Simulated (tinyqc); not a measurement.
Free and trapped electrons in a MOS channel with a dense trap tail: one step of the calculation.

p-type body, charge-sheet picture, full ionisation (an idealisation for deep acceptors), Boltzmann statistics for free electrons. e = Ec - EF at the surface. Acceptor-like traps of density D(E) = D0 + De exp(-E/Ew) at depth E below Ec, from 0 to Eu, hold n_t = integral of D(E)/(1 + exp((e - E)/Vt)). psi = Eg - Vt ln(Nv/Na) - e; N_dep = sqrt(2 eps0 eps_r Na (psi - Vt)/q); n_f = sqrt(N_dep^2 + 2 eps0 eps_r Vt Nc exp(-e/Vt)/q) - N_dep; Vg = Vfb + psi + q (N_dep + n_t + n_f)/Cox, Cox = eps0 eox/tox.

Problem. Charges and gate voltage. psi, N_dep, n_f and Vg as defined, with the n_t given; free share n_f/(n_f + n_t); apparent mobility mf n_f/(n_f + n_t); gate voltage spent on traps q n_t/Cox.

Values chosen for this exercise; band and dielectric values close to those of 4H silicon carbide: temperature T = 400 K; band gap Eg = 3.2 eV; relative permittivity eps_r = 9.81; conduction-band density of states at T Nc = 2.63e19 cm^-3; valence-band density of states at T Nv = 3.93e19 cm^-3; relative permittivity of the insulator eox = 3.9; insulator thickness tox = 35 nm; acceptor density Na = 3.4e16 cm^-3; flat-band voltage without trapped charge Vfb = -2.21 V; mobility of free electrons mf = 88 cm^2/(V s); Ec - EF at the surface e = 0.1 eV.

Constants: q = 1.602176634e-19 C, kB = 1.380649e-23 J/K, Vt = kB T/q, eps0 = 8.8541878128e-14 F/cm where lengths are in cm. Results are converted to the units shown.

n_t = 6.0531856e11 cm^-2

Find: psi; N_dep; n_f; Vg; free share; apparent mobility; gate voltage spent on traps.

Solution.

psi = 2.8569 V
N_dep = 1.0200e12 cm^-2
n_f = 2.3722e11 cm^-2
Vg = 3.6716 V
free share = 28.156 %
apparent mobility = 24.777 cm^2/(V s)
gate voltage spent on traps = 0.98299 V

tinyqc, about 0.03 s, one thread, Intel Xeon 2.30GHz (shared host): `OMP_NUM_THREADS=1 python tinyqc.py 2222065 2222066 out.jsonl`
